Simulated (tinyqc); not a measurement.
Inside a calculation. Method: Luttinger-Kohn k.p, four valence bands. One step of it, computed by the program tinyqc.

Question. Bloch Hamiltonian at k. P = c g1 k^2, Q = c g2 (kx^2 + ky^2 - 2 kz^2), R = c sqrt3 [-g2 (kx^2 - ky^2) + 2i g3 kx ky], S = 2 c sqrt3 g3 (kx - i ky) kz, c = hbar^2/2m = 3.809982 eV angstrom^2; rows [P+Q, -S, R, 0], [-S*, P-Q, 0, R], [R*, 0, P-Q, S], [0, R*, S*, P+Q]. The path ends lie at |k| = 0.06 1/angstrom.

Luttinger parameters chosen for this model; energies are counted downward from the top of the valence band:
```
parameter     value  unit
g1         7.900000
g2         3.160000
g3         3.710000
```

k point k (1/angstrom): [-0.048000, -0.032000, -0.011000]

Give: H(k) at k.

Answer.

H(k) at k (eV), order 3/2, 1/2, -1/2, -3/2:
$$\begin{pmatrix}
0.1410 & -0.0259+0.0172i & -0.0267+0.0752i & 0.0000 \\
-0.0259-0.0172i & 0.0667 & 0.0000 & -0.0267+0.0752i \\
-0.0267-0.0752i & 0.0000 & 0.0667 & 0.0259-0.0172i \\
0.0000 & -0.0267-0.0752i & 0.0259+0.0172i & 0.1410
\end{pmatrix}$$
